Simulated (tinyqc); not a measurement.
Weaire-Thorpe hybrids on a Bethe lattice: gap and dangling bond of an amorphous tetrahedral solid: one step. Edges. Three cases, with inputs chosen for the exercise.

Task: Bounds -V2 + V1 and V2 - 3 V1. On the tree the s-like bands are narrower: E = -V1 -/+ sqrt(V2^2 + 4 V1^2 + V1 V2 e) with e from -2 sqrt3 to 2 sqrt3 (for a crystal, -4 to 4), so the conduction edge is -V1 + sqrt(V2^2 + 4 V1^2 - 2 sqrt3 V1 V2).

Four sp3 hybrids an atom at energy 0, coupled by -V1 on the atom and by -V2 along a bond; the bonds form a tree (no rings). For any network the gap runs at least from -V2 + V1 to V2 - 3 V1, and p-like states pile up at -V2 + V1 and V2 + V1. On the tree the gap is wider: it ends at Ec = -V1 + sqrt(V2^2 + 4 V1^2 - 2 sqrt3 V1 V2), which makes it well wider than the gaps of the real glasses. A branch seen from a hybrid has the self-energy S = V2^2 g, where g is the Green function of the hybrid across the bond, whose three partners carry S themselves. With a = z - V1, b = a - S: g = 1/(a + V1 b/(b + 3 V1)), z = E + i eta. A full atom has G = (1/b)(b + 3 V1)/(b + 4 V1) per hybrid; a dangling hybrid with shift dh has G = 1/(1/g - dh).

Give: edges; gaps.

Case 1.

Values chosen (out of a larger set: of the size of tabulated hybrid energies for amorphous silicon; not measured data): V1 = 1.85 eV (coupling of two hybrids on one atom); V2 = 4.43 eV (coupling of the two hybrids of a bond).

Result:

edges (eV): Ev -2.5800, Ec(bound) -1.1200, Ec(tree) 0.3692

gaps (eV): (bound, reached in the crystal) 1.4600, (tree) 2.9492

The gap needs no periodicity, only V2 > 2 V1 (here V2/V1 = 2.395); leaving out rings widens it by 1.489 eV. Two parameters give the trend, not the value.

Case 2.

Values chosen (out of a larger set: of the size of tabulated hybrid energies for amorphous silicon; not measured data): V1 = 1.71 eV (coupling of two hybrids on one atom); V2 = 4.33 eV (coupling of the two hybrids of a bond).

Result:

edges (eV): Ev -2.6200, Ec(bound) -0.8000, Ec(tree) 0.4800

gaps (eV): (bound, reached in the crystal) 1.8200, (tree) 3.1000

The gap needs no periodicity, only V2 > 2 V1 (here V2/V1 = 2.532); leaving out rings widens it by 1.280 eV. Two parameters give the trend, not the value.

Case 3.

Values chosen (out of a larger set: of the size of tabulated hybrid energies for amorphous silicon; not measured data): V1 = 1.77 eV (coupling of two hybrids on one atom); V2 = 4.55 eV (coupling of the two hybrids of a bond).

Result:

edges (eV): Ev -2.7800, Ec(bound) -0.7600, Ec(tree) 0.5400

gaps (eV): (bound, reached in the crystal) 2.0200, (tree) 3.3200

The gap needs no periodicity, only V2 > 2 V1 (here V2/V1 = 2.571); leaving out rings widens it by 1.300 eV. Two parameters give the trend, not the value.

Computed by tinyqc, one run a case: `OMP_NUM_THREADS=1 python tinyqc.py N N+1 out.jsonl` with N = 1480138, 1480291, 1480379; one thread of a shared Intel(R) Xeon(R) Processor @ 2.30GHz, about 0.04 s a run at most.
